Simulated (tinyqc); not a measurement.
Ion implantation: universal nuclear stopping, Lindhard-Scharff electronic stopping and a Gaussian range profile: one step, computed by the program tinyqc. Command: `OMP_NUM_THREADS=1 python tinyqc.py 3006306 3006307 out.jsonl implant walk`. One thread of a shared host (Intel(R) Xeon(R) Processor @ 2.30GHz), about 0.05 s of CPU time with the checks.

An ion slows by elastic collisions with screened nuclei and by friction with electrons; channelling is ignored and the target is uniform.

Question. Damage. Kinchin-Pease count with efficiency 0.8: N_d = 0.8 nu/(2 E_d), taking all of nu as damage energy (an upper estimate, as recoils also lose energy to electrons). Spread over a depth R_p + dR_p, displacements per atom = Q N_d/(N (R_p + dR_p)).

Inputs (values chosen for the exercise, modelled on carbon ions in silicon): target density N = 49.94 1/nm^3; dose Q = 4.8e+13 1/cm^2; displacement energy E_d = 15 eV.

energy lost to nuclei nu = 37.34157 keV

projected range R_p = 339.2465 nm

straggle dR_p = 103.5749 nm

Give: displacements per ion N_d; displacements per atom.

Answer.

displacements per ion N_d = 995.8

displacements per atom = 0.02161

One displacement per atom would need a dose of 2.2e15 per cm^2 if no defects annealed. Caution: the estimates of R_p and dR_p assume mainly nuclear stopping and an ion not much lighter than the target; here they are rough, and for light ions in heavy targets the straggle can be low by a factor of two or more.
